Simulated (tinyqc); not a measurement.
Approximations to the ground state: Holstein polaron on two sites. Computed by tinyqc, a small Python program. Command: `OMP_NUM_THREADS=1 python tinyqc.py 3001772 3001773 out.jsonl holstein walk`. One thread of a shared host (Intel(R) Xeon(R) Processor @ 2.30GHz), about 0.01 s of CPU time with the checks.

One electron on sites 1 and 2: H = -t (c1+ c2 + c2+ c1) + hbar omega sum_i b_i+ b_i - g hbar omega sum_i n_i (b_i + b_i+). The symmetric phonon shifts the energy by -g^2 hbar omega/2 and drops out; with b = (b_1 - b_2)/sqrt(2) there remains H = -t sigma_x + hbar omega b+ b - (g hbar omega/sqrt(2)) sigma_z (b + b+). Parity splits it into blocks p = +1 and -1 over phonon numbers n. Zero-point energies are left out. Weights Z refer to mode b alone; the displaced symmetric mode multiplies the full zero-phonon weight by exp(-g^2/2).

Inputs (values chosen for the exercise, for a model dimer): hopping t = 5.1 meV; phonon energy hbar omega = 37 meV; coupling g = 0.25.

Method:
- Polaron binding energy E_p = g^2 hbar omega; ratio E_p/t (the adiabatic potential has two wells when it exceeds 1); adiabaticity hbar omega/t.
- Block p: H_nn = n hbar omega - p t (-1)^n - g^2 hbar omega/2, H_(n,n+1) = -(g hbar omega/sqrt(2)) sqrt(n + 1).
- Use 60 levels in both blocks; Z = c_0^2 is the weight of n = 0 in the ground state c; the splitting is the lowest odd level less the lowest even one, which without coupling is the smaller of 2t and hbar omega; <sigma_x> = sum (-1)^n c_n^2 measures the kinetic energy.
- Second order: E = -t - E_p/2 - (E_p/2) hbar omega/(hbar omega + 2t). Lang-Firsov: E = -E_p - t exp(-g^2). Variable displacement: E(x) = -E_p/2 - t exp(-g^2 x^2) - (E_p/2)(2x - x^2), minimised over 0 <= x <= 1. Adiabatic, classical lattice: E = -E_p/2 - t for E_p < t, else -E_p - t^2/(2 E_p); it leaves out the change of zero-point energy.

E_p = 2.3125 meV

E_p/t = 0.453431

ground-state energy = -7.16741 meV

hbar omega/t = 7.25490

splitting/(2t) = 0.935243

Ground-state energy (meV):

| method | E | E - exact |
|---|---|---|
| second order in g | -7.1626 | 0.00478 |
| Lang-Firsov | -7.1035 | 0.06390 |
| variable displacement | -7.1664 | 0.00100 |
| adiabatic, classical | -6.2562 | 0.91116 |

best displacement x = 0.79044

What follows from these numbers?

Closest here is variable displacement (0.00 meV), furthest adiabatic, classical (+0.91 meV), at hbar omega/t = 7.25 and E_p/t = 0.45. Lang-Firsov and variable displacement are variational and lie above the exact value. The Lang-Firsov narrowing exp(-g^2) = 0.939 compares with the exact splitting ratio 0.935.

Extremes, crossings and ranges named in words are read from the listed rows.
